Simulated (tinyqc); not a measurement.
Ballistic Schottky-barrier transistor with a one-dimensional channel, WKB contacts: one step of the calculation.

Source Fermi level 0, drain Fermi level -Vd. Far from the contacts Ec = pn - psi, and the gate moves psi one to one; the band edges relax as exp(-x/lam) from pn at the source and pn - Vd at the drain; Ev = Ec - Eg. A carrier of energy w inside the channel band meets at a contact a barrier of height D (the contact edge beyond the channel edge): T = 1 for w >= D, else exp(-S), S = 4 lam sqrt(m/C) [sqrt(D - w) - sqrt(w) arctan sqrt((D - w)/w)], C = hbar^2/(2 m0). The two contacts combine as Ts Td/(Ts + Td - Ts Td).

Problem. Current of the electrons on a coarse grid. I = g (2 q^2/h) int T(w) [f(Es + w) - f(Ed + w)] dw, f(y) = 1/(1 + exp(y/Vt)). Electrons: Ds = psi, Dd = psi - Vd, Es = Ec, Ed = Ec + Vd. Holes: Ds = -psi, Dd = Vd - psi, Es = -Ev, Ed = -Ev - Vd. The size of each current is taken; both flow from drain to source and add. Simpson's rule on nE equally spaced w from 0 to wm.

Parameters, values chosen for the exercise; channel values close to those of a germanium nanowire: temperature T = 350 K; barrier for electrons at both contacts pn = 0.52 eV; electron mass mn = 0.12 m0; valleys or subbands g = 2; screening length at the contacts lam = 2.7 nm; drain bias Vd = 0.05 V; band shift psi of the channel by the gate ps = 0.3 V; upper end of the grid wm = 0.51 eV; points of the grid nE = 17.

Constants: q = 1.602176634e-19 C, kB = 1.380649e-23 J/K, hbar = 1.054571817e-34 J s, h = 6.62607015e-34 J s, m0 = 9.1093837015e-31 kg, Vt = kB T/q, hbar^2/(2 m0) = 0.0380998212 eV nm^2. Results are converted to the units shown.

Give: w; Ts; Td; T; size of the supply difference; current.

Solution.

```
point  w (eV)        Ts        Td         T  size of the supply difference
0      0.0000  2.759e-5  6.886e-5  1.970e-5                       5.495e-4
1      0.0319  0.003394  0.008019  0.002390                       1.911e-4
2      0.0638   0.01772   0.03948   0.01238                       6.642e-5
3      0.0956   0.05445    0.1139   0.03824                       2.309e-5
4      0.1275    0.1262    0.2462   0.09101                       8.024e-6
5      0.1594    0.2424    0.4377    0.1848                       2.789e-6
6      0.1913    0.4045    0.6679    0.3368                       9.693e-7
7      0.2231    0.6013    0.8889    0.5593                       3.369e-7
8      0.2550    0.8052     1.000    0.8052                       1.171e-7
9      0.2869    0.9679     1.000    0.9679                       4.069e-8
10     0.3187     1.000     1.000     1.000                       1.414e-8
11     0.3506     1.000     1.000     1.000                       4.915e-9
12     0.3825     1.000     1.000     1.000                       1.708e-9
13     0.4144     1.000     1.000     1.000                      5.937e-10
14     0.4462     1.000     1.000     1.000                      2.064e-10
15     0.4781     1.000     1.000     1.000                      7.172e-11
16     0.5100     1.000     1.000     1.000                      2.493e-11
```

current = 2.032e-5 uA

Range of the model: No scattering, image-force lowering, channel charge or band-to-band tunnelling; parabolic kappa overstates S deep in the gap.

tinyqc, about 0.07 s, one thread, Intel Xeon 2.30GHz (shared host): `OMP_NUM_THREADS=1 python tinyqc.py 2390103 2390104 out.jsonl`
